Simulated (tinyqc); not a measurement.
Heavy doping: band filling, gap narrowing, band tails and the effective intrinsic density: one step, computed by the program tinyqc. Command: `OMP_NUM_THREADS=1 python tinyqc.py 3022872 3022873 out.jsonl gapnarrow walk`. One thread of a shared host (Intel(R) Xeon(R) Processor @ 2.30GHz), about 0.02 s of CPU time with the checks.

An n-type crystal above its Mott density, with all dopants ionised: n = N_D - N_A, ionised centres N_I = N_D + N_A. Valleys are taken as spherical with mass m_e.

Question. Screening, narrowing and potential fluctuations. Screening: q^2 = (e/(eps eps_0)) dn/dE_F. Exchange lowers the conduction band by (1/pi) k_F e^2/(4 pi eps_0 eps) (T = 0 Hartree-Fock at k_F, taken as a rigid shift). Screening raises the valence band by (q/2) e^2/(4 pi eps_0 eps) (static Coulomb hole). The narrowing is the sum; electron correlation and carrier-ion shifts are left out. Root-mean-square potential of randomly placed ions: V_rms = (e^2/(4 pi eps_0 eps)) sqrt(2 pi N_I/q).

Inputs (values chosen for the exercise, modelled on silicon):
```
quantity,value,unit
valleys M_c,6,-
dielectric constant eps,11.8,-
donor density N_D,1.8e+20,cm^-3
compensation ratio N_A/N_D,0,-
temperature T,300,K
```

Conduction band: parabolic.

n = 1.80e+20 cm^-3

dn/dE_F = 2.305494e+21 cm^-3/eV

Constants: e = 1.602176634e-19 C; eps_0 = 8.8541878128e-12 F/m; e^2/(4 pi eps_0) = 14.39964548 eV angstrom; k_B = 8.617333262e-05 eV/K.

Give: screening length 1/q; exchange term; Coulomb-hole term; gap narrowing; V_rms.

Answer.

screening length 1/q = 5.318 angstrom

exchange term = 37.34 meV

Coulomb-hole term = 114.7 meV

gap narrowing = 152.1 meV

V_rms = 94.64 meV

Caution: the screening length is well below a*, where static Thomas-Fermi screening overstates the Coulomb hole.
